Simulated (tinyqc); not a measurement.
Van der Pauw, Hall and four-point-probe measurements on a doped layer: one step of the calculation.

A uniform p-type layer with sheet resistance Rs = 1/(q ns mu), point contacts, low field (mu B small).

Question. New z. The van der Pauw equation exp(-pi RA z) + exp(-pi RB z) = 1 is solved for z = 1/Rs: e1 = exp(-pi RA z), e2 = exp(-pi RB z), f = e1 + e2 - 1, f' = -pi (RA e1 + RB e2), z(new) = z - f/f'.

z after iteration 1 = 25.068022 mS
RA = 0.88573837 ohm
RB = 26.444259 ohm

Find: e1; e2; f; f'; z after iteration 2.

Answer.

e1 = 0.9326
e2 = 0.1246
f = 0.05723
f' = -0.01295 kohm
z after iteration 2 = 29.49 mS

Numbers from tinyqc (`OMP_NUM_THREADS=1 python tinyqc.py 2850161 2850162 out.jsonl`; about 0.08 s on one thread of a shared Intel Xeon 2.30GHz).
